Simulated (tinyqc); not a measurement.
What each parameter does: optical transitions of a finite quantum well.

Each carrier sees a square well of width L with its own depth V and masses m (inside), mb (outside); c = hbar^2/2m0, k = sqrt(m E/c), kappa = sqrt(mb (V - E)/c), and level n solves k L + 2 atan[(k/m)/(kappa/mb)] = n pi. The envelope is cos(kz) for odd n and sin(kz) for even n inside, joins exp(-kappa (|z| - L/2)) outside, and is normalised to 1. Excitons and band mixing are left out.

Constants: hbar^2/2m0 = 3.80998211 eV angstrom^2; hc = 1239.841984 eV nm.

Values chosen for the exercise (near those of a GaAs well in AlGaAs; shifted at random, so the results belong to these values and not to a real crystal): L = 91 angstrom (well width); Eg = 1.52 eV (gap of the well); Vc = 0.194 eV (conduction offset); Vv = 0.101 eV (valence offset); me = 0.0655 m0 (electron, well); meb = 0.0869 m0 (electron, barrier); mh = 0.365 m0 (heavy hole along z, well); mhb = 0.383 m0 (heavy hole, barrier); ml = 0.0935 m0 (light hole along z, well); mlb = 0.1069 m0 (light hole, barrier).

Edge wavelength hc/(Eg + e1 + hh1), squared overlap of e1 and hh1, and the confinement energies.

Results for these values:
```
case  edge (nm)  overlap^2  e1 (meV)  hh1 (meV)
base      794.0     0.9801      33.3        8.2
```

What happens to each result for meb = 0.1043 m0, all else kept?

Answer: edge rises from 794.0 to 794.8; overlap^2 falls from 0.9801 to 0.9793; e1 falls from 33.3 to 31.7; hh1 does not change at the printed digits.

The same for each parameter in turn:
```
case              edge (nm)  overlap^2  e1 (meV)  hh1 (meV)
base                  794.0     0.9801      33.3        8.2
L = 100 angstrom      796.7     0.9824      29.2        7.0
Eg = 1.55 eV          779.1     0.9801      33.3        8.2
Vc = 0.165 eV         794.9     0.9725      31.6        8.2
Vv = 0.121 eV         793.9     0.9747      33.3        8.5
me = 0.0721 m0        794.7     0.9842      31.9        8.2
mh = 0.42 m0          794.4     0.9747      33.3        7.5
meb = 0.1043 m0       794.8     0.9793      31.7        8.2
```

(tinyqc, `OMP_NUM_THREADS=1 python tinyqc.py 1280082 1280083 out.jsonl`, Intel(R) Xeon(R) Processor @ 2.30GHz, 1 thread, shared host, about 0.06 s.)
